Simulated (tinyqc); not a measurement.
Bloch-Grueneisen resistivity of a metal: one step, computed by the program tinyqc. Command: `OMP_NUM_THREADS=1 python tinyqc.py 3009183 3009184 out.jsonl bg walk`. One thread of a shared host (Intel(R) Xeon(R) Processor @ 2.30GHz), about 0.01 s of CPU time with the checks.

Electrons scatter from a Debye spectrum of phonons (n = 5 for scattering within one band, n = 3 for scattering into a second, heavy band) and from static defects.

Task: Total resistivity and derived numbers. J_n(y) = int_0^y x^n e^x/(e^x - 1)^2 dx, by 96 Gauss-Legendre points (upper limit at most 60). rho_ph = (n - 1) rho_1 (T/Theta)^n J_n(Theta/T), with rho_1 = 2 pi lambda_tr k_B Theta/(hbar eps_0 w_p^2), the high-temperature line at T = Theta. Matthiessen's rule: rho = rho_0 + rho_ph. Temperature coefficient (1/rho) d rho/dT by a central difference of +/- 0.5 K; residual ratio rho(295 K)/rho(4.2 K); scattering time tau = 1/(eps_0 w_p^2 rho); Wiedemann-Franz kappa = L_0 T/rho, L_0 = (pi^2/3)(k_B/e)^2.

Inputs (values chosen for the exercise, modelled on nickel):
```
quantity                      value         unit
exponent n                        5            -
Debye temperature Theta         378            K
transport coupling lambda_tr   0.21            -
Drude plasma energy hbar w_p    5.7           eV
residual resistivity rho_0     0.03  microohm cm
temperature T                   373            K
```

Addition: none.

Constants: k_B = 1.380649e-23 J/K; hbar = 1.054571817e-34 J s; eps_0 = 8.8541878128e-12 F/m; hbar = 6.582119569e-16 eV s; k_B = 8.617333262e-05 eV/K.

Give: resistivity rho; temperature coefficient; residual resistance ratio; scattering time; Wiedemann-Franz conductivity.

Result:

resistivity rho = 9.201 microohm cm

temperature coefficient = 2.971 1e-3/K

residual resistance ratio = 234.8

scattering time = 16.37 fs

Wiedemann-Franz conductivity = 99.04 W/(m K)

The coefficient is 1.11 times 1/T; it exceeds 1/T because the phonon part, extended linearly, meets zero above T = 0. Caution: scattering from magnetic disorder, left out here, raises the resistivity of this ferromagnet well above the phonon value.
